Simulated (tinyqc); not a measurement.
Coupling and phonon occupation from the scattering functions.

Question. A level coupled to a phonon of energy w0 has, in the self-consistent Born approximation, Sin(E) = M^2 [(Nq + 1) Gn(E + w0) + Nq Gn(E - w0)], Sout(E) = M^2 [(Nq + 1) Gp(E - w0) + Nq Gp(E + w0)]. Find M, Nq and, from Nq = 1/(exp(w0/kB T) - 1), the phonon temperature.

Values chosen for this exercise: phonon energy w0 = 50 meV.

Constants: q = 1.602176634e-19 C, kB = 1.380649e-23 J/K. Results are converted to the units shown.

Gn at E - w0 and E + w0 (1/meV): [0.012670142, 3.4641135e-4]
Gp at E - w0 and E + w0 (1/meV): [0.020661985, 0.011080549]
Sin and Sout at E (meV): [0.91910609, 9.3953734]

Answer. Both equations are linear in M^2 and M^2 Nq.

M = 19.00 meV
Nq = 0.1690
T = 300.0 K

Program tinyqc, `OMP_NUM_THREADS=1 python tinyqc.py 2720102 2720103 out.jsonl`; Intel Xeon 2.30GHz, shared host, one thread, about 0.1 s.
